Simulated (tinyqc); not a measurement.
Hubbard ring of 3 sites, step by step. One step of it, computed by the program tinyqc.

Question. The many-body Hamiltonian. Basis: all placements (u, d, 2, 0 on each site), up operators ordered before down ones; hops carry the sign of the same-spin electrons passed.

one-body matrix (hopping and site energies) (eV), order 1, 2, 3:
```
[[-0.200000, -1.180000, -1.180000],
 [-1.180000, 0.390000, -1.180000],
 [-1.180000, -1.180000, 0.820000]]
```

U = 9.900000 eV

electrons, up and down: [1, 1]

Give: H.

Answer.

H (eV), order 200, ud0, u0d, du0, 020, 0ud, d0u, 0du, 002:
```
[[9.5000, -1.1800, -1.1800, -1.1800, 0.0000, 0.0000, -1.1800, 0.0000, 0.0000],
 [-1.1800, 0.1900, -1.1800, 0.0000, -1.1800, 0.0000, 0.0000, -1.1800, 0.0000],
 [-1.1800, -1.1800, 0.6200, 0.0000, 0.0000, -1.1800, 0.0000, 0.0000, -1.1800],
 [-1.1800, 0.0000, 0.0000, 0.1900, -1.1800, -1.1800, -1.1800, 0.0000, 0.0000],
 [0.0000, -1.1800, 0.0000, -1.1800, 10.6800, -1.1800, 0.0000, -1.1800, 0.0000],
 [0.0000, 0.0000, -1.1800, -1.1800, -1.1800, 1.2100, 0.0000, 0.0000, -1.1800],
 [-1.1800, 0.0000, 0.0000, -1.1800, 0.0000, 0.0000, 0.6200, -1.1800, -1.1800],
 [0.0000, -1.1800, 0.0000, 0.0000, -1.1800, 0.0000, -1.1800, 1.2100, -1.1800],
 [0.0000, 0.0000, -1.1800, 0.0000, 0.0000, -1.1800, -1.1800, -1.1800, 11.5400]]
```
